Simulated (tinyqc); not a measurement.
Inside a calculation. Model: grain-boundary diffusion: Harrison regimes, Fisher and Le Claire analysis, Hart average. Computed by tinyqc, a small Python program that keeps every step. Command: `OMP_NUM_THREADS=1 python tinyqc.py 3016996 3016997 out.jsonl gbdiff walk`. One thread of a shared host (Intel(R) Xeon(R) Processor @ 2.30GHz), about 0.01 s of CPU time with the checks. Intermediate numbers are printed to about 7 digits and carried at full precision; extremes and crossings named in words are read from the listed rows.

A boundary is a slab of width delta with diffusivity D_b, normal to a surface held at constant concentration; it leaks into grains of diffusivity D.

Inputs (values chosen for the exercise, for a model polycrystal):
```
quantity                          value   unit
melting point T_m                  1200      K
lattice prefactor D0            7.8e-05  m^2/s
lattice activation energy E        1.82     eV
boundary prefactor D0b            5e-06  m^2/s
boundary activation energy E_b     1.09     eV
boundary width delta               0.56     nm
segregation factor s                 10      -
grain size d                      0.036     um
temperature T                       875      K
time t                            26000      s
```

Constants: k_B = 8.617333262e-05 eV/K.

## Diffusivities

D = D0 exp(-E/(k_B T)), D_b = D0b exp(-E_b/(k_B T)). Triple product P = s delta D_b.

D = 2.566587e-15 m^2/s

D_b = 2.635399e-12 m^2/s

triple product P = 1.475823e-20 m^3/s

At T/T_m = 0.73 the boundary is 1000 times faster than the lattice.

## Regime

l = sqrt(D t); P = s delta D_b; alpha = s delta/(2 l); beta = P/(2 D l). Regime A if l > 3 d, C if alpha > 1, B if alpha < 0.1, l < d/4 and beta > 10, otherwise a transition.

lattice diffusion length l = 8.168920 um

alpha = 3.427626e-04

beta = 0.3519522

Regime: A

The leakage zones of neighbouring boundaries overlap fully: one effective diffusivity describes the profile.

## Effective diffusivity

Hart average for parallel slabs: f = delta/d, D_eff = (s f D_b + (1 - f) D)/(1 - f + s f); share of the boundaries = s f D_b/(s f D_b + (1 - f) D); depth sqrt(D_eff t).

boundary fraction f = 0.01555556

D_eff = 3.618224e-13 m^2/s

share of the boundaries = 0.9938744

depth sqrt(D_eff t) = 96.99167 um

## Penetration along an isolated boundary

Fisher: the mean concentration falls as exp(-y/y_F), y_F = sqrt(P) (pi t/(4 D))^(1/4), with the boundary equation P d2c/dy2 = 2 c sqrt(D/(pi t)). Le Claire (from the Whipple solution): ln c falls as -(y/y_L)^(6/5) with P = 1.322 sqrt(D/t) y_L^2.

Fisher depth y_F = 6.451994 um

Le Claire depth y_L = 5.960817 um

The tail reaches 0.730 lattice lengths l; y_L/l = sqrt(2 beta/1.322). Caution: the Fisher and Le Claire forms need regime B with beta above 10.

## Lattice against boundary over temperature

D_eff = (s f D_b + (1 - f) D)/(1 - f + s f), f = delta/d; share of the boundaries = s f D_b/(s f D_b + (1 - f) D).

Diffusivities (m^2/s):
```
T/T_m  T (K)             D           D_b         D_eff      share      regime
0.3      360  2.589500e-30  2.751957e-21  3.755107e-22  1.0000000           C
0.4      480  6.066464e-24  1.796692e-17  2.451632e-18  0.9999979           C
0.5      600  4.025014e-20  3.494403e-15  4.768539e-16  0.9999271  transition
0.6      720  1.421200e-17  1.173021e-13  1.601841e-14  0.9992338           A
0.7      840  9.388046e-16  1.442972e-12  1.977074e-13  0.9958995           A
0.8      960  2.175280e-14  9.478112e-12  1.312094e-12  0.9856835           A
0.9     1080  2.506889e-13  4.097578e-11  5.807719e-12  0.9627252           A
1.0     1200  1.771867e-12  1.321817e-10  1.956659e-11  0.9218008           A
```

The apparent activation energy of D_eff is 1.09 eV between the first rows and 1.13 eV between the last, against E_b = 1.09 and E = 1.82 eV. The boundaries carry most of the flux up to the melting point. Caution: the segregation factor is held fixed, although it falls with temperature. Caution: outside regime A, D_eff and the share of the boundaries hold only at steady state.
